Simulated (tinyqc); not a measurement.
Tuning the antireflection layer: standing waves and exposure in a photoresist film.

Normal incidence from air. Unexposed resist: N1 = n1 + i k1 with k1 = (A + B) lam/(4 pi), lam in micrometres. r01 = (1 - N1)/(1 + N1), t01 = 2/(1 + N1). Below the resist lie the layer Na = na + i ka and the substrate Ns = ns + i ks: r12 = (r1a + ras x)/(1 + r1a ras x), x = exp(4 pi i Na da/lam), r1a = (N1 - Na)/(N1 + Na), ras = (Na - Ns)/(Na + Ns). With p = exp(2 pi i N1 d/lam), the field at depth z is E(z) = t01 [exp(2 pi i N1 z/lam) + r12 p^2 exp(-2 pi i N1 z/lam)]/(1 + r01 r12 p^2), the relative intensity I(z) = n1 |E(z)|^2 and the reflectance R = |(r01 + r12 p^2)/(1 + r01 r12 p^2)|^2.

Parameters, chosen for this exercise (a resist on Cu, indices near tabulated ones; the results hold for these values, not for the real material): lam = 365 nm (vacuum wavelength); n1 = 1.676 (resist index); A = 0.81 1/micrometre (bleachable absorption (Dill A)); B = 0.12 1/micrometre (fixed absorption (Dill B)); d = 1176 nm (resist thickness); ns = 1.292 (substrate n); ks = 1.949 (substrate k); na = 1.701 (n of the bottom antireflection layer); ka = 0.338 (its k).

da takes the values listed; the contrast is (Imax - Imin)/(Imax + Imin) over the lowest period of the resist (60 depths).

Results:
```
da (nm)  |r12|^2  contrast
0         0.3022     0.803
10        0.2475     0.758
20        0.1771     0.676
30        0.1094     0.563
40        0.0578     0.448
50        0.0272     0.326
60        0.0161     0.263
75        0.0245     0.321
90        0.0419     0.362
110       0.0469     0.371
140       0.0139     0.199
```

|r12|^2 starts at 0.3022 and is lowest, 0.0139, at 140 nm of those listed, where the contrast is 0.199 against 0.803. The contrast follows 2|r|/(1 + |r|^2), so even |r12|^2 = 0.01 leaves about 0.2. No listed thickness brings |r12|^2 below 0.01.

Run: tinyqc, `OMP_NUM_THREADS=1 python tinyqc.py 1680988 1680989 out.jsonl`; Intel(R) Xeon(R) Processor @ 2.30GHz, one thread, shared host; about 0.01 s of CPU time with all checks.
